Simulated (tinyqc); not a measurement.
Frequency dispersion of an accumulation capacitance by border traps, distributed model: one step of the calculation.

Traps spread evenly through the insulator exchange electrons with the semiconductor by tunnelling, with tau(x) = t0 exp(2 ka x) at depth x from the interface. The admittance per area Y seen at depth x obeys dY/dx = -Y^2/(i w eps0 eox) + q Nb ln(1 + i w tau)/tau, with Y(0) = i w Cs and w = 2 pi f; the gate sees Y(tox) = G + i w C. Working variable y = Y/(i w), in uF/cm^2. Cox = eps0 eox/tox.

Task. Midpoint steps through the active depth. In terms of y: dy/dx = -y^2/(eps0 eox) + s(x), s = q Nb ln(1 + z)/z, z = i w tau. 9 midpoint steps of h = xe/9: y_half = y + (h/2) y'(x, y), y(new) = y + h y'(x + h/2, y_half).

Inputs (values chosen for the exercise); permittivity close to that of aluminium oxide: relative permittivity of the insulator eox = 8.81; semiconductor capacitance in accumulation Cs = 0.53 uF/cm^2; density of border traps Nb = 2.2e19 cm^-3 eV^-1; decay constant of the wave function in the insulator ka = 4.1 1/nm; time constant of a trap at the interface t0 = 1e-10 s; frequency f = 1e5 Hz; depth down to which the steps are taken xe = 1.8 nm.

Constants: q = 1.602176634e-19 C, eps0 = 8.8541878128e-14 F/cm where lengths are in cm. Results are converted to the units shown.

Give: x; s; y.

Result.

| point | x (nm) | s (uF/(cm^2 nm)) | y (uF/cm^2) |
|---|---|---|---|
| 0 | 0 | 0.3525+0.0000i | 0.5300+0.0000i |
| 1 | 0.2000 | 0.3525-0.0001i | 0.5924+0.0000i |
| 2 | 0.4000 | 0.3525-0.0003i | 0.6529+0.0000i |
| 3 | 0.6000 | 0.3525-0.0015i | 0.7115-0.0002i |
| 4 | 0.8000 | 0.3522-0.0078i | 0.7679-0.0008i |
| 5 | 1.000 | 0.3465-0.0393i | 0.8220-0.0043i |
| 6 | 1.200 | 0.2593-0.1303i | 0.8685-0.0202i |
| 7 | 1.400 | 0.0816-0.1054i | 0.8804-0.0463i |
| 8 | 1.600 | 0.0173-0.0387i | 0.8684-0.0572i |
| 9 | 1.800 | 0.0034-0.0111i | 0.8510-0.0588i |

Computed by the program tinyqc: `OMP_NUM_THREADS=1 python tinyqc.py 2202179 2202180 out.jsonl`, one thread of a shared Intel Xeon 2.30GHz, about 0.5 s for the whole run.
